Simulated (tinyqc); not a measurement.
Resistance of a source-drain extension with a graded tip: abruptness at a fixed junction position.

y runs along the channel, the gate covers y > 0. The doping is N0 for y < y0 and N0 10^(-(y - y0)/la) beyond, uniform over the depth xj. Sheet conductance s(y) = q mu(N) max(N - Nch, 0) xj + (for y > 0) ma Cox Vo, with mu(N) = u0 + (u1 - u0)/(1 + (N/Nr)^au) and Cox = eps0 eox/tox. Current is taken as one-dimensional; depletion of the tip, spreading and the contact are left out. The metallurgical junction lies at yj, where N = Nch.

R_spacer = integral of dy/s from -Ls to 0, R_ov from 0 to yj, R_channel = (Lg - 2 yj)/(ma Cox Vo), R_total = 2 R_spacer + 2 R_ov + R_channel. Electrical length L_eff = ma Cox dR_total/d(1/Vo); R_series = R_total - L_eff/(ma Cox Vo). y0 is moved with la so that yj stays at 11.429 nm.

Inputs (values chosen for the exercise); mobility law close to that of electrons in silicon: relative permittivity of the gate insulator (close to zirconium oxide) eox = 25.2; insulator thickness tox = 11 nm; active doping of the extension far from the gate N0 = 8e19 cm^-3; depth of the extension xj = 16 nm; channel doping Nch = 3.1e18 cm^-3; spacer length Ls = 25 nm; gate overdrive Vo = 0.34 V; mobility of the gate-induced layer ma = 84 cm^2/(V s); mobility at low doping u1 = 1414 cm^2/(V s); mobility at high doping u0 = 68.5 cm^2/(V s); reference doping Nr = 9.2e16 cm^-3; exponent au = 0.711; gate length Lg = 45 nm.

Constants: q = 1.602176634e-19 C, eps0 = 8.8541878128e-14 F/cm where lengths are in cm. Results are converted to the units shown.

The same in every row: yj (nm) = 11.43; R_channel (ohm um) = 382.2.

Result of one run:
```
R_spacer (ohm um)  R_ov (ohm um)  R_total (ohm um)  L_eff (nm)  R_series (ohm um)
15.98                      42.24             498.6       24.22              80.64
```

Which lateral abruptness la gave this result: 2.3, 3.6, 4.9, 6.1 or 7.4 nm/decade?

la = 7.4 nm/decade.

The whole series:
```
la (nm/decade)  R_spacer (ohm um)  R_ov (ohm um)  R_total (ohm um)  L_eff (nm)  R_series (ohm um)
1                           15.98          11.80             437.8       22.45              50.29
2.3                         15.98          17.98             450.1       22.81              56.46
3.6                         15.98          24.17             462.5       23.17              62.62
4.9                         15.98          30.35             474.9       23.52              68.78
6.1                         15.98          36.06             486.3       23.86              74.47
7.4                         15.98          42.24             498.6       24.22              80.64
8.7                         16.04          48.36             511.0       24.57              86.82
10                          16.60          54.04             523.5       24.93              93.17
```

As la goes from 1 to 10 nm/decade, R_total rises from 438 to 523 ohm um, R_spacer rises from 16.0 to 16.6 ohm um and R_ov rises from 11.8 to 54.0 ohm um. R_total changes on average by 9.52 ohm um for each nm/decade. L_eff exceeds the metallurgical length by 0.306 nm in the first row and 2.79 nm in the last, since the gate also controls the lightly doped tips.

Computed by the program tinyqc: `OMP_NUM_THREADS=1 python tinyqc.py 2282256 2282257 out.jsonl`, one thread of a shared Intel Xeon 2.30GHz, about 0.07 s for the whole run.
